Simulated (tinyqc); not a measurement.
Undoped gate-all-around wire MOSFET, analytic charge model: course of the iteration: charge at the source by substitution.

An undoped round wire of radius R under an insulator shell and a surrounding gate; long channel, electrons only, n = ni exp((psi - V)/Vt) with V the quasi-Fermi potential (0 at the source, Vd at the drain), constant mobility, no quantisation. The radial Poisson equation gives n(r) = n(0)/(1 - (1 - b) r^2/R^2)^2 with b = Q0/(Q + Q0). Q is the electron charge per area of the wire surface.

With V = 0: u = Vg - V0 - Q/Cox, then Q(new) = (Q0/2)[sqrt(1 + 4 exp(u/Vt)) - 1], the root of Vt ln[(Q/Q0)(1 + Q/Q0)] = u.

Stop when Q changes by less than 1e-8 nC/cm^2, or after 30 iterations.

Inputs (values chosen for the exercise): temperature T = 300 K; gate voltage Vg = 1.62 V.

Constants: q = 1.602176634e-19 C, kB = 1.380649e-23 J/K, Vt = kB T/q. Results are converted to the units shown.

Q at the start = 0 nC/cm^2
Cox = 3.44918 uF/cm^2
Q0 = 105.293 nC/cm^2
V0 = 0.706674 V

Course of the iteration:
```
iteration,Q (nC/cm^2),|change| (nC/cm^2)
1,4.94314e9,4.94e9
2,0,4.94e9
3,4.94314e9,4.94e9
4,0,4.94e9
5,4.94314e9,4.94e9
6,0,4.94e9
7,4.94314e9,4.94e9
8,0,4.94e9
9,4.94314e9,4.94e9
...,...,...
22,0,4.94e9
23,4.94314e9,4.94e9
24,0,4.94e9
25,4.94314e9,4.94e9
26,0,4.94e9
27,4.94314e9,4.94e9
28,0,4.94e9
29,4.94314e9,4.94e9
30,0,4.94e9
```

Did this iteration meet its convergence test, and what does its course show?

No. Not converged within 30 iterations. The value swings between 0 and 4.943e9 for good. At the solution, 2576 nC/cm^2, dQ(new)/dQ = -14.7: the semiconductor capacitance exceeds Cox, so substitution overshoots. A rerun with Newton steps on the same equation from Q = 11 nC/cm^2 converges in 6 iterations.

Range of the model: The surface density at the source passes 0.3 Nc, where Boltzmann statistics fail. mu V/L, with V the smaller of Vd and Vg - V0, passes 3e6 cm/s, so velocity saturation, left out here, would lower the current.

Numbers from tinyqc (`OMP_NUM_THREADS=1 python tinyqc.py 2460055 2460056 out.jsonl`; about 0.02 s on one thread of a shared Intel Xeon 2.30GHz).
